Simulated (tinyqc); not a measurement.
Implant damage, amorphisation by cascade overlap, and solid-phase epitaxial regrowth: one step, computed by the program tinyqc.

Range and width of the damage are inputs. Dynamic annealing enters only through the surviving share f.

Task: Damage energy and displacements per ion. Robinson partition: eps = E a M2/(Z1 Z2 (e^2/(4 pi eps_0)) (M1 + M2)), a = 0.8853 a_0/sqrt(Z1^(2/3) + Z2^(2/3)); k = 0.0793 Z1^(2/3) Z2^(1/2) (M1 + M2)^(3/2)/((Z1^(2/3) + Z2^(2/3))^(3/4) M1^(3/2) M2^(1/2)); damage energy T_d = E/(1 + k (eps + 0.40244 eps^(3/4) + 3.4008 eps^(1/6))); displacements nu = 0.8 T_d/(2 E_d).

Inputs (values chosen for the exercise, modelled on fluorine ions in germanium):

| quantity | value | unit |
|---|---|---|
| ion Z1 | 9 | - |
| ion mass M1 | 19 | u |
| target Z2 | 32 | - |
| target mass M2 | 72.63 | u |
| ion energy E | 19 | keV |
| displacement energy E_d | 15 | eV |

Constants: a_0 = 0.529177210903 angstrom; e^2/(4 pi eps_0) = 14.39964548 eV angstrom.

Give: reduced energy eps; k; damage energy T_d; T_d/E; displacements per ion nu.

Result:

reduced energy eps = 0.4482

k = 0.3262

damage energy T_d = 8.682 keV

T_d/E = 0.4569

displacements per ion nu = 231.5

54 % of the energy goes to electrons.
